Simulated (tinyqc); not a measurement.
Capacitances against the line height.

Endless row of lines of width wl, height tl and space sl between grounded planes at distance hd; e2 fills the gaps beside the lines, e1 the rest. Laplace's equation is solved on meshes of 3, 6 and 12 steps per unit u and extrapolated (Aitken), which is good to about 0.2 %. C_even (all lines at 1 V) is the capacitance Cg to the planes; C_odd (neighbours in antiphase) = Cg + 4 Cc if only nearest neighbours couple, which defines Cc; total with quiet neighbours Cg + 2 Cc. Plate values 2 eps0 e1 wl/hd and eps0 e2 tl/sl.

Parameters, values chosen for the exercise: relative permittivity above and below the lines e1 = 4.2; relative permittivity between the lines e2 = 7; line width, in units u wl = 6 u; space between lines sl = 6 u; distance to each plane hd = 4 u.

Constants: eps0 = 8.8541878128e-12 F/m. Results are converted to the units shown.

The same in every row: plate Cg (aF/um) = 112.

Result of one run:
```
Cg (aF/um),Cc (aF/um),Cg + 2 Cc (aF/um),C_odd (aF/um),plate Cc (aF/um),"share of coupling, 2 Cc/(Cg + 2 Cc) (%)"
196,21.1,239,281,20.7,17.7
```

Which line height tl gave this result: 2, 4, 6, 8 or 12 u?

tl = 2 u.

The whole series:
```
tl (u),Cg (aF/um),Cc (aF/um),Cg + 2 Cc (aF/um),C_odd (aF/um),plate Cc (aF/um),"share of coupling, 2 Cc/(Cg + 2 Cc) (%)"
2,196,21.1,239,281,20.7,17.7
4,202,40.5,283,364,41.3,28.6
6,204,60.7,325,447,62.0,37.3
8,205,81.2,367,529,82.6,44.2
12,205,122,450,695,124,54.4
16,205,164,533,860,165,61.5
```

As tl goes from 2 to 16, Cg rises from 196 to 205 aF/um, Cc rises from 21.1 to 164 aF/um and the share of coupling rises from 17.7 to 61.5 %. Cg is 1.76 times its plate value in the first row and 1.84 times in the last; for Cc the ratios are 1.02 and 0.991. Neighbours in antiphase raise the load by a factor of 1.18 and 1.61 over quiet ones.

tinyqc, about 0.7 s, one thread, Intel Xeon 2.30GHz (shared host): `OMP_NUM_THREADS=1 python tinyqc.py 2790210 2790211 out.jsonl`
